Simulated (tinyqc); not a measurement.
The product rho l across metals: free and nearly free electrons in a metal.

Constants: hbar^2/2m0 = 3.80998211 eV angstrom^2; hbar = 6.58211957e-16 eV s.

Free electrons with m = 1; fcc cells hold 4 atoms and bcc cells 2; n = atoms z/a^3, kF = (3 pi^2 n)^(1/3), rho l = hbar kF/(n e^2), e = 1.602176634e-19 C. Inputs are chosen for the exercise.

Cases:

| case | lattice | a (angstrom) | z | rho (micro-ohm cm) |
|---|---|---|---|---|
| near Cu | fcc | 3.596 | 1 | 1.54 |
| near K | bcc | 5.238 | 1 | 6.61 |
| near Ca | fcc | 5.590 | 2 | 3.49 |
| near Au | fcc | 4.052 | 1 | 2.28 |
| near Ag | fcc | 4.117 | 1 | 1.74 |
| near Al | fcc | 4.084 | 3 | 2.78 |

Rank the cases by rho l (1e-16 ohm m^2), lowest first.

Answer: near Al, near Cu, near Au, near Ag, near Ca, near K.

Results:

| case | lattice | a (angstrom) | z | rho (micro-ohm cm) | kF (1/angstrom) | EF (eV) | l (nm) | rho l (1e-16 ohm m^2) |
|---|---|---|---|---|---|---|---|---|
| near Cu | fcc | 3.596 | 1 | 1.54 | 1.366 | 7.11 | 42.4 | 6.52 |
| near K | bcc | 5.238 | 1 | 6.61 | 0.744 | 2.11 | 33.2 | 21.97 |
| near Ca | fcc | 5.590 | 2 | 3.49 | 1.107 | 4.67 | 28.4 | 9.93 |
| near Au | fcc | 4.052 | 1 | 2.28 | 1.212 | 5.60 | 36.3 | 8.28 |
| near Ag | fcc | 4.117 | 1 | 1.74 | 1.193 | 5.42 | 49.1 | 8.55 |
| near Al | fcc | 4.084 | 3 | 2.78 | 1.734 | 11.46 | 14.5 | 4.04 |

rho l falls as n^(-2/3): it is lowest for the case near Al and highest for near K. The lowest bulk rho belongs to near Cu; in very narrow wires, where rho l rules, the order changes. Real Fermi surfaces depart from spheres, most for the polyvalent and noble metals.

Computed by tinyqc, a small Python program: `OMP_NUM_THREADS=1 python tinyqc.py 1681857 1681858 out.jsonl` (the numbers bound the seed that draws the inputs); one thread of a shared host (Intel(R) Xeon(R) Processor @ 2.30GHz), about 0.01 s for the whole set of steps.
